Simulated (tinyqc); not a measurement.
Thin-film optics by transfer matrices, step by step. Values are carried at full precision from step to step, so a last printed digit may differ when a step is redone from the rounded ones.

Indices N = n + i k. Snell: N0 sin(theta) = N_j sin(theta_j), with Im(N_j cos theta_j) >= 0. Admittance y_j = N_j cos theta_j for s and N_j/cos theta_j for p. Phase delta_j = 2 pi N_j cos theta_j d_j/lambda. Layer matrix [[cos delta, -i sin delta/y], [-i y sin delta, cos delta]], multiplied from the top down to M. (B, C) = M (1, y_sub); r = (y0 B - C)/(y0 B + C), R = |r|^2, T = 4 Re y0 Re y_sub/|y0 B + C|^2, absorbed in the films 1 - R - T.

Values chosen for the exercise (indices near those of resist, ARC, SiO2 on Si; shifted at random, so the results belong to these values and not to a real crystal): lam = 633 nm (vacuum wavelength); n0 = 1 (ambient index); n = (1.621, 1.634, 1.446, 3.935) (n of resist, ARC, SiO2, substrate); k = (0, 0.021, 0, 0.019) (k in the same order); d = (877, 37.7, 6.5) nm (thicknesses, top first); theta = 60 degrees (angle of incidence); pol = p (polarisation).

## Angles, admittances and phases

Form cos theta_j, y_j and delta_j.

cos theta_j: ambient 0.5000, film 1 0.8453, film 2 0.8481+0.0043i, film 3 0.8008, substrate 0.9755+0.0002i

y_j: ambient 2.0000, film 1 1.9176, film 2 1.9268+0.0151i, film 3 1.8057, substrate 4.0339+0.0185i

delta_j (rad): film 1 11.9284, film 2 0.5185+0.0093i, film 3 0.0747

## Layer matrices and their product

Form each matrix and multiply from the top down.

matrix of film 1:
```
         1        2
1   0.8033  0.3106i
2  1.1421i   0.8033
```

matrix of film 2:
```
                1               2
1  0.8686-0.0046i  0.0022-0.2573i
2  0.0230-0.9548i  0.8686-0.0046i
```

matrix of film 3:
```
          1         2
1    0.9972  -0.0413i
2  -0.1348i    0.9972
```

M:
```
                1               2
1  1.0000+0.0030i  0.0033+0.0218i
2  0.0235+0.0907i  0.9981-0.0022i
```

Each matrix has determinant 1, and so has M.

## Reflection and transmission

Close the stack on the substrate.

B, C: 1.0129+0.0911i  4.0496+0.1003i

r = -0.3318+0.0289i
R = 0.1109
T into the substrate = 0.8724
absorbed in the films = 0.0167

The bare substrate would reflect 0.1136.

## Ellipsometric angles

Ellipsometry: rho = tan(Psi) exp(i Delta) = -conj(r_p/r_s) with the r of the admittance formula, Delta in 0 to 360 degrees, so that a bare dielectric at small angles gives Delta = 180.

Repeat the steps for both polarisations.

r_s = -0.7679+0.0177i
r_p = -0.3318+0.0289i
Psi = 23.44 degrees
Delta = 183.67 degrees

## Checks

- R against the recursion of Airy sums from the substrate up: both 0.11090.

Computed by tinyqc, a small Python program: `OMP_NUM_THREADS=1 python tinyqc.py 1652160 1652161 out.jsonl` (the numbers bound the seed that draws the inputs); one thread of a shared host (Intel(R) Xeon(R) Processor @ 2.30GHz), about 0.01 s for the whole set of steps.
